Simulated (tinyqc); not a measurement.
Potential-pH (Pourbaix) lines of a metal, its cation, its oxide and an oxyanion, with a complexing ligand. Changing the total ligand c_L. Computed by tinyqc, a small Python program. Command: `OMP_NUM_THREADS=1 python tinyqc.py 3011331 3011332 out.jsonl pourb sweep`. One thread of a shared host (Intel(R) Xeon(R) Processor @ 2.30GHz), about 0.01 s of CPU time with the checks.

Potentials are against the standard hydrogen electrode; solids and water have unit activity; dG_f of M, H+ and the electron is zero; F = e N_A and s = R T ln(10)/F. The cation carries z = 3.

Inputs (values chosen for the exercise, for a model metal):
```
quantity                                      value      unit
dG_f of the cation                           -175.5    kJ/mol
dG_f of the oxide                           -1005.9    kJ/mol
dG_f of the oxyanion                        -535.54    kJ/mol
dG_f of water                               -237.14    kJ/mol
temperature T                                298.15         K
log10 of the dissolved activity a                -2         -
pH                                              8.8         -
potential E                                   -0.37         V
log10 of the stability constant beta of ML       12         -
pKa of HL                                       7.7         -
limiting current density i_L                8.4e-05    A/cm^2
molar volume V_m                               11.8  cm^3/mol
```

Species: M, M3+, M2O3, MO2(-).

exchange current densities, metal and cathodic (A/cm^2): 1.6e-07  3.3e-10

Tafel slopes, anodic and cathodic (mV/decade): 50  145

Constants: R = 8.314462618 J/(mol K); e = 1.602176634e-19 C; N_A = 6.02214076e+23 1/mol.

Method:
- M3+ + 3e = M; (1/2) M2O3 + 3H+ + 3e = M + (3/2) H2O; MO2(-) + 4H+ + 3e = M + 2H2O. For each, E0 = -dG/(z F), and E = E0 + (s/z) log10 a - (s n_H/z) pH, with no activity term for the oxide.
- The metal is stable below the lowest of the three lines; above it, the species of the lowest line is stable. Water lines at 1 bar: hydrogen E = -s pH, oxygen E = -dG_f(water)/(2F) - s pH.
- The free ligand is c_L/(1 + 10^(pKa - pH)) (ligand in excess); dissolved metal is a in all, so the free cation is a/alpha, alpha = 1 + beta [L]; the cation line drops by (s/z) log10 alpha.
- Anodic i = i0a 10^((E - E_a)/b_a) with E_a the cation line with ligand; cathodic i = i0c 10^((E_c - E)/b_c) with E_c the oxygen line; supply caps the cathodic current, 1/i_c = 1/i(Tafel) + 1/i_L. E_corr makes the two currents equal. Without the cap it would be [b_c E_a + b_a E_c + b_a b_c log10(i0c/i0a)]/(b_a + b_c). Rate = i V_m/(z F). Films are left out.

One run for each value; columns: (1) total ligand c_L (mol/L); (2) log10 alpha; (3) cation line with ligand (V); (4) etch rate (nm/min); (5) that line less the oxide line (V):
```
(1)          (2)       (3)     (4)      (5)
1.00e-05   6.967  -0.78313  2.0544  0.24615
4.00e-05   7.569  -0.79501  2.0544  0.23427
2.00e-04   8.268  -0.80879  2.0545  0.22049
7.00e-04   8.812  -0.81952  2.0545  0.20976
3.00e-03   9.444  -0.83198  2.0545  0.19730
1.00e-02   9.967  -0.84229  2.0545  0.18699
6.00e-02  10.745  -0.85764  2.0545  0.17164
2.00e-01  11.268  -0.86795  2.0546  0.16133
1.00e+00  11.967  -0.88173  2.0546  0.14755
```

Describe and explain the trends.

Over the rows, log10 alpha rises from 6.97 to 12.0; cation line with ligand (V) falls from -0.783 to -0.882; etch rate (nm/min) rises from 2.05438 to 2.05456. Once beta [L] exceeds 1, each decade of ligand lowers the cation line by s/z; the etch rate changes by less than 20 % over the rows.

Caution (all rows): other oxidation states, hydroxides and hydrides are left out, and the lines say nothing of rates. Caution (rows 1.00e-5, 4.00e-5, 2.00e-4, 7.00e-4, 0.00300, 0.0100, 0.0600): the ligand is not in tenfold excess over the metal, as assumed. Caution (all rows): at this pH the oxide, not the cation, is the stable product, and a film would cut the rate. Caution (all rows): E_corr lies below the hydrogen line, so hydrogen evolution, left out here, adds cathodic current.
